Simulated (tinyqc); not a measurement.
Sheet resistance of a shallow doped layer with concentration-dependent mobility and limited activation: one step, computed by the program tinyqc. Command: `OMP_NUM_THREADS=1 python tinyqc.py 3018168 3018169 out.jsonl irvin walk`. One thread of a shared host (Intel(R) Xeon(R) Processor @ 2.30GHz), about 0.02 s of CPU time with the checks.

A layer of one dopant lies in a background of the opposite type. Current flows parallel to the surface down to the junction; depletion is ignored.

Question. Sheet resistance. C(x) = C_s exp(-x^2/(2 l^2)). Active density N = min(C, C_a); carriers n = N - C_B; mobility mu = mu_min + (mu_max - mu_min)/(1 + ((N + C_B)/N_r)^alpha). Integrals from 0 to x_j, where C = C_B (Gauss-Legendre, 60 points on each smooth piece; 1 nm = 1e-7 cm): dose int C dx, carriers int n dx, mean mobility int n mu dx/int n dx, R_s = 1/(e int n mu dx).

Inputs (values chosen for the exercise, modelled on boron in silicon):

| quantity | value | unit |
|---|---|---|
| surface concentration C_s | 1.8e+20 | 1/cm^3 |
| length l | 190 | nm |
| background C_B | 5.7e+15 | 1/cm^3 |
| mobility floor mu_min | 48.6 | cm^2/(V s) |
| mobility mu_max | 466 | cm^2/(V s) |
| reference density N_r | 1.68e+17 | 1/cm^3 |
| exponent alpha | 0.686 | - |
| anneal temperature T | 800 | C |

Profile: Gaussian.

active limit C_a = 3.355222e+19 1/cm^3

Constants: e = 1.602176634e-19 C.

Give: chemical dose; sheet carrier density; mean mobility; sheet resistance R_s; carriers per dopant atom; product R_s x_j.

Answer.

chemical dose = 4.286e+15 1/cm^2

sheet carrier density = 1.454e+15 1/cm^2

mean mobility = 61.72 cm^2/(V s)

sheet resistance R_s = 69.53 ohm/square

carriers per dopant atom = 0.3393

product R_s x_j = 60135 ohm nm
